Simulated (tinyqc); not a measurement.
Floating body of a partially depleted SOI transistor: body voltage and kink: two steps of the calculation.

Source at 0 V. Channel current Ic = 2 nf K Vt^2 [F(0) - F(Vd)](1 + la Vd), F(V) = ln^2(1 + exp((Vg - VT - nf V)/(2 nf Vt))), VT = VT0 - gb Vb. Saturation voltage Vs = 2 Vt sqrt(F(0)) + 3 Vt, excess Ve = (Vd - Vs + sqrt((Vd - Vs)^2 + 0.0004 V^2))/2, multiplication M1 = Ai Ve exp(-Bl/Ve). Each junction passes D(v) = J1 (exp(v/Vt) - 1) + J2 (exp(v/(2 Vt)) - 1). Bipolar current Ib = bb J1 (exp(Vb/Vt) - 1). The body settles where M1 (Ic + Ib) = D(Vb) + D(Vb - Vd) + Vb/Rb; drain current Id = (1 + M1)(Ic + Ib) - D(Vb - Vd).

Inputs (values chosen for the exercise); values of the order met in partially depleted silicon-on-insulator transistors:
```
symbol    value         unit                                                                                            meaning
T           358            K                                                                                        temperature
VT0        0.54            V                                                                     threshold at zero body voltage
gb         0.11                                                                  fall of the threshold per volt of body voltage
nf         1.26                                                                                                    slope factor
K           570  uA/(V^2 um)                                                                              gain factor per width
la         0.04          1/V                                                                   channel-length modulation factor
Ai         2.62          1/V                                                                        impact-ionisation prefactor
Bl          7.7            V                                                                          impact-ionisation voltage
J1      1.1e-11        uA/um                                                      diffusion saturation current of each junction
J2       1.9e-8        uA/um                                                  recombination saturation current of each junction
bb            1                                                 gain of the lateral bipolar transistor on the diffusion current
Rb          1e9      kohm um  resistance of a weak body tie to the source (1e9 stands for no tie, and the term is then dropped)
Vg         0.56            V                                                                                       gate voltage
Vd          1.6            V                                                                                      drain voltage
```

Constants: q = 1.602176634e-19 C, kB = 1.380649e-23 J/K, Vt = kB T/q. Results are converted to the units shown.

Task 1. New Vb. Current into the body I_in = M1 (Ic + Ib) - D(Vb - Vd), current out I_out = D(Vb) + Vb/Rb; f = ln(I_in/I_out), s = df/dVb by central differences over 1e-5 V, Vb(new) = Vb - f/s.

Vb after iteration 1 = 0.66160135 V

Find: Ic; Ve; M1; I_in; I_out; f; s; Vb after iteration 2.

Result 1.

Ic = 3.0929 uA/um
Ve = 1.4175 V
M1 = 0.016248
I_in = 0.050620 uA/um
I_out = 0.023516 uA/um
f = 0.76666
s = -30.411 1/V
Vb after iteration 2 = 0.68681 V

Task 2. Drain current with floating and with grounded body. Id and VT at the converged Vb, Id at Vb = 0, their ratio, and the bipolar share Ib/(Ic + Ib).

converged Vb = 0.68681287 V

Give: VT; Id, floating; Id, grounded; ratio; bipolar share.

Result 2.

VT = 0.4645 V
Id, floating = 3.314 uA/um
Id, grounded = 1.021 uA/um
ratio = 3.245
bipolar share = 1.573 %

The body rises to 0.687 V and lowers the threshold by 75.5 mV.

Range of the model: The multiplication law is an empirical form chosen for the exercise; self-heating and capacitive coupling to the body are left out, and the linear laws are rough once Vb passes about 0.7 V or M1 about 0.1.

Program tinyqc, `OMP_NUM_THREADS=1 python tinyqc.py 2182223 2182224 out.jsonl`; Intel Xeon 2.30GHz, shared host, one thread, about 0.2 s.
